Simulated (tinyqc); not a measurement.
Inside a calculation. Method: plane-wave Kohn-Sham cycle with exchange-only LDA in a layered model solid. One step of it, computed by the program tinyqc.

Question. Iteration 2: potential. V_H(G) = 4 pi rho(G)/G^2 for G != 0 (uniform background); v_x = -(3 rho/pi)^(1/3); V = V_ext + V_H + v_x; Fourier components f(G_m) = (1/N) sum_j f(x_j) exp(-i G_m x_j).

A solid whose potential varies along x alone (atomic units):
```
parameter,value
period a,4.400000
cross-section of the cell,19.000000
electrons per cell,4
grid points,16
"plane waves -n..n, n",3
k points,3
V1 in V1 cos(2 pi x/a),-0.560000
V2 in V2 cos(4 pi x/a),-0.090000
```

density after iteration 1 (e/bohr^3): 0.05915096  0.06022952  0.06146424  0.05934110  0.05273954  0.04353303  0.03460109  0.02828391  0.02601444  0.02828391  0.03460109  0.04353303  0.05273954  0.05934110  0.06146424  0.06022952

Give: Potentials on the grid; V(G_m), m = 0, 1, 2, ....

Answer.

Potentials on the grid (hartree):
```
x,V_ext,V_H,v_x,V
0.000,-0.650,0.101,-0.384,-0.933
0.275,-0.581,0.095,-0.386,-0.872
0.550,-0.396,0.078,-0.389,-0.706
0.825,-0.151,0.048,-0.384,-0.487
1.100,0.090,0.008,-0.369,-0.272
1.375,0.278,-0.037,-0.346,-0.106
1.650,0.396,-0.078,-0.321,-2.90e-03
1.925,0.454,-0.106,-0.300,0.047
2.200,0.470,-0.117,-0.292,0.062
2.475,0.454,-0.106,-0.300,0.047
2.750,0.396,-0.078,-0.321,-2.90e-03
3.025,0.278,-0.037,-0.346,-0.106
3.300,0.090,0.008,-0.369,-0.272
3.575,-0.151,0.048,-0.384,-0.487
3.850,-0.396,0.078,-0.389,-0.706
4.125,-0.581,0.095,-0.386,-0.872
```

V(G_m), m = 0, 1, 2, ... (hartree): -0.354  -0.249  -0.041  0.000  0.000  0.000  0.000
